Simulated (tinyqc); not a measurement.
Time-domain thermoreflectance: layered heat flow under a modulated pulse train, and what the signal ratio measures: one step, computed by the program tinyqc.

Pulses repeat at 80 MHz; heat is laid down at the surface, all layers are isotropic.

Question. Length and time scales. Penetration depth sqrt(kappa/(pi f C)); effusivity sqrt(kappa C); cooling time of the metal d C_m/G; Kapitza length kappa/G.

Inputs (values chosen for the exercise, modelled on aluminium on a SiGe alloy):
```
quantity,value,unit
metal thickness d,73,nm
metal heat capacity,2.42,MJ/(m^3 K)
boundary conductance G under the metal,71,MW/(m^2 K)
substrate conductivity kappa,8,W/(m K)
substrate heat capacity C,1.67,MJ/(m^3 K)
modulation frequency f,2,MHz
"spot radius w (1/e^2, pump and probe)",7.8,micrometre
```

Stack: metal, substrate.

Give: penetration depth; effusivity; cooling time of the metal; Kapitza length; depth over spot radius.

Answer.

penetration depth = 0.8732 micrometre

effusivity = 3655 W s^(1/2)/(m^2 K)

cooling time of the metal = 2488 ps

Kapitza length = 112.7 nm

depth over spot radius = 0.1119
